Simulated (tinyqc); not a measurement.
Bulk resistivity and mean free path from two films.

Problem. In the thick-film limit single-crystal films obey rho = rho0 (1 + 3 (1 - ps) lam/(8 d)). Find rho0, lam and the product rho0 lam.

Values chosen for this exercise: specular share of surface scattering ps = 0.6.

rho at d = 61 and 360 nm (uohm cm): 1.8655410  1.7280500

Answer. rho is a straight line in 1/d: the intercept is rho0 and the slope (3/8)(1 - ps) rho0 lam. Without ps only the product (1 - ps) lam could be found.

rho0 = 1.70 uohm cm
lam = 39.6 nm
rho0 lam = 67.3 uohm cm nm

Numbers from tinyqc (`OMP_NUM_THREADS=1 python tinyqc.py 2100083 2100084 out.jsonl`; about 0.01 s on one thread of a shared Intel Xeon 2.30GHz).
